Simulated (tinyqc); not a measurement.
Inside a calculation. Method: Pariser-Parr-Pople SCF with singles CI, for the molecule O=C1C=CC(=O)C=C1 (SMILES; centres numbered as the heavy atoms are written). Computed by tinyqc, a small Python program that keeps every step. Settings: charge = 0, gamma = Ohno, start = huckel, damping = 0.3, iteration cap = 75, excitations kept = 9. Command: `OMP_NUM_THREADS=1 python tinyqc.py 29849 29850 out.jsonl` (the two numbers bound the seeds that draw the settings). One thread of a shared host (Intel(R) Xeon(R) Processor @ 2.60GHz), about 0.01 s of CPU time with the checks. Later iterations appear only in the table of the cycle.

## PPP integrals

Centres (angstrom, eV; a flat drawing with bonds scaled to 1.40 angstrom):
```
centre,x,y,core charge z,W,gamma_rr
1O,2.800000,0.000000,1,20.280000,13.020000
2C,1.400000,0.000000,1,10.880000,12.490000
3C,0.700000,1.212000,1,10.880000,12.490000
4C,-0.700000,1.212000,1,10.880000,12.490000
5C,-1.400000,0.000000,1,10.880000,12.490000
6O,-2.800000,0.000000,1,20.280000,13.020000
7C,-0.700000,-1.212000,1,10.880000,12.490000
8C,0.700000,-1.212000,1,10.880000,12.490000
```

Resonance integrals (eV):
```
i,j,beta
1,2,-2.720000
2,3,-2.600000
3,4,-2.600000
4,5,-2.600000
5,6,-2.720000
5,7,-2.600000
7,8,-2.600000
8,2,-2.600000
```

Ohno: gamma = 14.399645/sqrt(R^2 + a^2), a = 2 x 14.399645/(gamma_rr + gamma_ss); H_rr = -W_r - sum_(s != r) z_s gamma_rs; H_rs = beta for bonds.

repulsion gamma_rs (eV):
```
,1O,2C,3C,4C,5C,6O,7C,8C
1O,13.020000,8.006591,5.383862,3.718784,3.310962,2.522640,3.718784,5.383862
2C,8.006591,12.490000,7.941064,5.363412,4.755398,3.310962,5.363412,7.941064
3C,5.383862,7.941064,12.490000,7.939790,5.363412,3.718784,4.756494,5.364591
4C,3.718784,5.363412,7.939790,12.490000,7.941064,5.383862,5.364591,4.756494
5C,3.310962,4.755398,5.363412,7.941064,12.490000,8.006591,7.941064,5.363412
6O,2.522640,3.310962,3.718784,5.383862,8.006591,13.020000,5.383862,3.718784
7C,3.718784,5.363412,4.756494,5.364591,7.941064,5.383862,12.490000,7.939790
8C,5.383862,7.941064,5.364591,4.756494,5.363412,3.718784,7.939790,12.490000
```

core matrix H (eV):
```
,1O,2C,3C,4C,5C,6O,7C,8C
1O,-52.325486,-2.720000,0.000000,0.000000,0.000000,0.000000,0.000000,0.000000
2C,-2.720000,-53.561904,-2.600000,0.000000,0.000000,0.000000,0.000000,-2.600000
3C,0.000000,-2.600000,-51.347997,-2.600000,0.000000,0.000000,0.000000,0.000000
4C,0.000000,0.000000,-2.600000,-51.347997,-2.600000,0.000000,0.000000,0.000000
5C,0.000000,0.000000,0.000000,-2.600000,-53.561904,-2.720000,-2.600000,0.000000
6O,0.000000,0.000000,0.000000,0.000000,-2.720000,-52.325486,0.000000,0.000000
7C,0.000000,0.000000,0.000000,0.000000,-2.600000,0.000000,-51.347997,-2.600000
8C,0.000000,-2.600000,0.000000,0.000000,0.000000,0.000000,-2.600000,-51.347997
```

## Starting guess

pi electrons, sum of z_r less the charge = 8

Orbitals of the Hueckel matrix of the beta values.

P at the start:
```
,1O,2C,3C,4C,5C,6O,7C,8C
1O,1.000000,0.770049,0.000000,-0.306004,0.000000,0.468772,-0.306004,0.000000
2C,0.770049,1.000000,0.443573,0.000000,-0.116236,0.000000,0.000000,0.443573
3C,0.000000,0.443573,1.000000,0.823732,0.000000,-0.306004,-0.176268,0.000000
4C,-0.306004,0.000000,0.823732,1.000000,0.443573,0.000000,0.000000,-0.176268
5C,0.000000,-0.116236,0.000000,0.443573,1.000000,0.770049,0.443573,0.000000
6O,0.468772,0.000000,-0.306004,0.000000,0.770049,1.000000,0.000000,-0.306004
7C,-0.306004,0.000000,-0.176268,0.000000,0.443573,0.000000,1.000000,0.823732
8C,0.000000,0.443573,0.000000,-0.176268,0.000000,-0.306004,0.823732,1.000000
```

## Iteration 1: Fock matrix

F_rr = H_rr + P_rr gamma_rr / 2 + sum_(s != r) P_ss gamma_rs; F_rs = H_rs - P_rs gamma_rs / 2; E = tr P (H + F) / 2 + core repulsion sum_(r<s) z_r z_s gamma_rs.

F (eV):
```
,1O,2C,3C,4C,5C,6O,7C,8C
1O,-13.770000,-5.802735,0.000000,0.568982,0.000000,-0.591271,0.568982,0.000000
2C,-5.802735,-4.635000,-4.361219,0.000000,0.276374,0.000000,0.000000,-4.361219
3C,0.000000,-4.361219,-4.635000,-5.870129,0.000000,0.568982,0.419209,0.000000
4C,0.568982,0.000000,-5.870129,-4.635000,-4.361219,0.000000,0.000000,0.419209
5C,0.000000,0.276374,0.000000,-4.361219,-4.635000,-5.802735,-4.361219,0.000000
6O,-0.591271,0.000000,0.568982,0.000000,-5.802735,-13.770000,0.000000,0.568982
7C,0.568982,0.000000,0.419209,0.000000,-4.361219,0.000000,-4.635000,-5.870129
8C,0.000000,-4.361219,0.000000,0.419209,0.000000,0.568982,-5.870129,-4.635000
```

pi energy = -121.179835 eV

## Iteration 1: orbitals and new P

Diagonalise F (the basis is taken as orthonormal) and form P = 2 sum c c over the lowest orbitals; 0.3 of the old P is kept.

orbital energies (eV): -17.651761  -16.951861  -12.573374  -10.924338  -5.441692  1.419318  1.654338  5.119371

P after iteration 1:
```
,1O,2C,3C,4C,5C,6O,7C,8C
1O,1.410067,0.716924,0.013601,-0.255417,-0.109621,0.281380,-0.255417,0.013601
2C,0.716924,0.708383,0.376703,0.134753,0.007631,-0.109621,0.134753,0.376703
3C,0.013601,0.376703,0.940775,0.855494,0.134753,-0.255417,-0.144506,-0.059225
4C,-0.255417,0.134753,0.855494,0.940775,0.376703,0.013601,-0.059225,-0.144506
5C,-0.109621,0.007631,0.134753,0.376703,0.708383,0.716924,0.376703,0.134753
6O,0.281380,-0.109621,-0.255417,0.013601,0.716924,1.410067,0.013601,-0.255417
7C,-0.255417,0.134753,-0.144506,-0.059225,0.376703,0.013601,0.940775,0.855494
8C,0.013601,0.376703,-0.059225,-0.144506,0.134753,-0.255417,0.855494,0.940775
```

## Iteration 2: Fock matrix

As before.

F (eV):
```
,1O,2C,3C,4C,5C,6O,7C,8C
1O,-14.444612,-5.590057,-0.036613,0.474921,0.181475,-0.354911,0.474921,-0.036613
2C,-5.590057,-4.777864,-4.095712,-0.361367,-0.018145,0.181475,-0.361367,-4.095712
3C,-0.036613,-4.095712,-6.221633,-5.996222,-0.361367,0.474921,0.343670,0.158860
4C,0.474921,-0.361367,-5.996222,-6.221633,-4.095712,-0.036613,0.158860,0.343670
5C,0.181475,-0.018145,-0.361367,-4.095712,-4.777864,-5.590057,-4.095712,-0.361367
6O,-0.354911,0.181475,0.474921,-0.036613,-5.590057,-14.444612,-0.036613,0.474921
7C,0.474921,-0.361367,0.343670,0.158860,-4.095712,-0.036613,-6.221633,-5.996222
8C,-0.036613,-4.095712,0.158860,0.343670,-0.361367,0.474921,-5.996222,-6.221633
```

pi energy = -125.786459 eV

## Iteration 2: orbitals and new P

As before.

orbital energies (eV): -18.104965  -17.392331  -13.780169  -12.720385  -5.436736  -0.040599  0.574278  3.569425

P after iteration 2:
```
,1O,2C,3C,4C,5C,6O,7C,8C
1O,1.575757,0.683246,0.013252,-0.223955,-0.133595,0.194525,-0.223955,0.013252
2C,0.683246,0.575459,0.340784,0.182809,0.054842,-0.133595,0.182809,0.340784
3C,0.013252,0.340784,0.924392,0.875317,0.182809,-0.223955,-0.124683,-0.075608
4C,-0.223955,0.182809,0.875317,0.924392,0.340784,0.013252,-0.075608,-0.124683
5C,-0.133595,0.054842,0.182809,0.340784,0.575459,0.683246,0.340784,0.182809
6O,0.194525,-0.133595,-0.223955,0.013252,0.683246,1.575757,0.013252,-0.223955
7C,-0.223955,0.182809,-0.124683,-0.075608,0.340784,0.013252,0.924392,0.875317
8C,0.013252,0.340784,-0.075608,-0.124683,0.182809,-0.223955,0.875317,0.924392
```

## Iteration 3: Fock matrix

As before.

F (eV):
```
,1O,2C,3C,4C,5C,6O,7C,8C
1O,-14.750626,-5.455235,-0.035673,0.416420,0.221164,-0.245358,0.416420,-0.035673
2C,-5.455235,-4.800809,-3.953094,-0.490239,-0.130398,0.221164,-0.490239,-3.953094
3C,-0.035673,-3.953094,-6.880103,-6.074914,-0.490239,0.416420,0.296528,0.202803
4C,0.416420,-0.490239,-6.074914,-6.880103,-3.953094,-0.035673,0.202803,0.296528
5C,0.221164,-0.130398,-0.490239,-3.953094,-4.800809,-5.455235,-3.953094,-0.490239
6O,-0.245358,0.221164,0.416420,-0.035673,-5.455235,-14.750626,-0.035673,0.416420
7C,0.416420,-0.490239,0.296528,0.202803,-3.953094,-0.035673,-6.880103,-6.074914
8C,-0.035673,-3.953094,0.202803,0.296528,-0.490239,0.416420,-6.074914,-6.880103
```

pi energy = -127.511538 eV

## Iteration 3: orbitals and new P

As before.

orbital energies (eV): -18.311787  -17.539430  -14.259285  -13.454348  -5.474986  -0.711463  0.188195  2.939823

P after iteration 3:
```
,1O,2C,3C,4C,5C,6O,7C,8C
1O,1.645390,0.663647,0.010136,-0.205375,-0.134384,0.153474,-0.205375,0.010136
2C,0.663647,0.512474,0.321193,0.199722,0.072509,-0.134384,0.199722,0.321193
3C,0.010136,0.321193,0.921068,0.887008,0.199722,-0.205375,-0.112992,-0.078932
4C,-0.205375,0.199722,0.887008,0.921068,0.321193,0.010136,-0.078932,-0.112992
5C,-0.134384,0.072509,0.199722,0.321193,0.512474,0.663647,0.321193,0.199722
6O,0.153474,-0.134384,-0.205375,0.010136,0.663647,1.645390,0.010136,-0.205375
7C,-0.205375,0.199722,-0.112992,-0.078932,0.321193,0.010136,0.921068,0.887008
8C,0.010136,0.321193,-0.078932,-0.112992,0.199722,-0.205375,0.887008,0.921068
```

## Convergence

Stop when output and input P, before any damping, agree to 1e-7.

Course of the cycle:
```
iteration,E (eV),largest |P(out) - P(in)|
1,-121.17983514,5.86e-01
2,-125.78645942,2.37e-01
3,-127.51153831,9.95e-02
4,-128.11212305,4.46e-02
5,-128.31509281,2.29e-02
6,-128.38272583,1.22e-02
7,-128.40509139,6.57e-03
8,-128.41245445,3.60e-03
9,-128.41487195,1.99e-03
10,-128.41566445,1.11e-03
11,-128.41592406,6.18e-04
...,...,...
17,-128.41605038,1.99e-05
18,-128.41605049,1.13e-05
19,-128.41605053,6.44e-06
20,-128.41605054,3.67e-06
21,-128.41605054,2.09e-06
22,-128.41605054,1.20e-06
23,-128.41605054,6.85e-07
24,-128.41605054,3.93e-07
25,-128.41605054,2.25e-07
26,-128.41605054,1.29e-07
27,-128.41605054,7.44e-08
```

Converged in 27 iterations.

## Converged orbitals

Charges are z - P_rr.

orbital energies (eV): -18.457810  -17.602891  -14.672112  -14.041946  -5.555538  -1.210242  -0.188247  2.425279

coefficients:
```
,MO1,MO2,MO3,MO4,MO5,MO6,MO7,MO8
1O,0.494223,0.631394,0.457816,0.000000,-0.292189,0.000000,-0.214820,-0.126363
2C,0.351316,0.301356,-0.094762,0.000000,0.458135,0.000000,0.606298,0.446427
3C,0.257216,0.072550,-0.375116,0.500000,0.319951,0.500000,-0.207672,-0.377317
4C,0.257216,-0.072550,-0.375116,0.500000,-0.319951,-0.500000,-0.207672,0.377317
5C,0.351316,-0.301356,-0.094762,0.000000,-0.458135,0.000000,0.606298,-0.446427
6O,0.494223,-0.631394,0.457816,0.000000,0.292189,0.000000,-0.214820,0.126363
7C,0.257216,-0.072550,-0.375116,-0.500000,-0.319951,0.500000,-0.207672,0.377317
8C,0.257216,0.072550,-0.375116,-0.500000,0.319951,-0.500000,-0.207672,-0.377317
```

pi charges: 1O -0.705021, 2C 0.553565, 3C 0.075728, 4C 0.075728, 5C 0.553565, 6O -0.705021, 7C 0.075728, 8C 0.075728

## Singles CI, singlets

Over the 9 single excitations with the smallest orbital gaps: A = (e_a - e_i) delta + 2 (ia|jb) - (ij|ab), with (pq|rs) = sum c_mp c_mq gamma_mn c_nr c_ns. f = 2/3 w |mu|^2 in atomic units, mu = sqrt2 sum c_ia sum_m c_mi c_ma R_m.

singlet CI matrix (eV):
```
,4>5,3>5,2>5,4>6,1>5,3>6,4>7,3>7,2>6
4>5,2.596468,0.000000,0.000000,0.000000,0.000000,0.290983,0.000000,0.000000,0.000000
3>5,0.000000,5.147514,0.000000,-0.670232,0.065523,0.000000,0.000000,0.000000,0.000000
2>5,0.000000,0.000000,7.455740,0.000000,0.000000,0.000000,0.000000,-0.157132,0.000000
4>6,0.000000,-0.670232,0.000000,7.773139,0.349501,0.000000,0.000000,0.000000,0.000000
1>5,0.000000,0.065523,0.000000,0.349501,7.919646,0.000000,0.000000,0.000000,0.000000
3>6,0.290983,0.000000,0.000000,0.000000,0.000000,8.245048,0.000000,0.000000,0.000000
4>7,0.000000,0.000000,0.000000,0.000000,0.000000,0.000000,8.114536,0.000000,-0.251239
3>7,0.000000,0.000000,-0.157132,0.000000,0.000000,0.000000,0.000000,8.990767,0.000000
2>6,0.000000,0.000000,0.000000,0.000000,0.000000,0.000000,-0.251239,0.000000,11.503275
```

singlet excitation energies (eV): 2.581517  4.979041  7.439820  7.606517  8.096011  8.254740  8.259998  9.006686  11.521800

oscillator strengths: 0.000000  0.865378  0.000000  0.867173  0.338886  0.458789  0.000000  0.000000  0.090955

## Singles CI, triplets

Over the 9 single excitations with the smallest orbital gaps: A = (e_a - e_i) delta - (ij|ab), with (pq|rs) = sum c_mp c_mq gamma_mn c_nr c_ns.

triplet CI matrix (eV):
```
,4>5,3>5,2>5,4>6,1>5,3>6,4>7,3>7,2>6
4>5,1.789370,0.000000,0.000000,0.000000,0.000000,1.237239,0.000000,0.000000,0.000000
3>5,0.000000,2.882645,0.000000,1.237239,0.552614,0.000000,0.000000,0.000000,0.000000
2>5,0.000000,0.000000,6.140807,0.000000,0.000000,0.000000,0.000000,-0.835062,0.000000
4>6,0.000000,1.237239,0.000000,5.193986,-0.848372,0.000000,0.000000,0.000000,0.000000
1>5,0.000000,0.552614,0.000000,-0.848372,6.606506,0.000000,0.000000,0.000000,0.000000
3>6,1.237239,0.000000,0.000000,0.000000,0.000000,7.135640,0.000000,0.000000,0.000000
4>7,0.000000,0.000000,0.000000,0.000000,0.000000,0.000000,7.225360,0.000000,0.059394
3>7,0.000000,0.000000,-0.835062,0.000000,0.000000,0.000000,0.000000,8.235509,0.000000
2>6,0.000000,0.000000,0.000000,0.000000,0.000000,0.000000,0.059394,0.000000,11.394755
```

triplet excitation energies (eV): 1.516930  2.180759  5.498073  5.848653  7.004305  7.224514  7.408080  8.527663  11.395601
